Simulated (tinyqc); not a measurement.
Memristor with linear dopant drift, Biolek window: one step of the calculation.

A film of thickness D has a doped share x: R = Ron x + Roff (1 - x), i = v/R, dx/dt = k i F with k = mv Ron/D^2 and F = 1 - x^(2 p) for i >= 0 and 1 - (x - 1)^(2 p) for i < 0. The drive is v = V0 sin(2 pi f t). The model has no threshold and no heating.

Task. Rate constant, charge and flux scales. k = mv Ron/D^2; R0 = R(x0); without a window the film fills (x = 1) after the charge (1 - x0)/k and the flux (R0^2 - Ron^2)/(2 k (Roff - Ron)); half a period supplies the flux V0/(pi f).

Inputs (values chosen for the exercise):
- Ron = 100 ohm (resistance of the fully doped film)
- Roff = 5000 ohm (resistance of the undoped film)
- D = 10 nm (film thickness)
- mv = 4e-14 m^2/(V s) (dopant mobility)
- x0 = 0.48 (doped share at t = 0)
- V0 = 1 V (amplitude)
- f = 29 Hz (frequency)

Wanted: k; R0; charge to fill; flux to fill; flux of half a period.

Result.

k = 40000 1/C
R0 = 2648.0 ohm
charge to fill = 13.000 uC
flux to fill = 0.017862 V s
flux of half a period = 0.010976 V s

Half a period supplies 61.5 % of the flux to fill.

Computed by the program tinyqc: `OMP_NUM_THREADS=1 python tinyqc.py 2880037 2880038 out.jsonl`, one thread of a shared Intel Xeon 2.30GHz, about 0.1 s for the whole run.
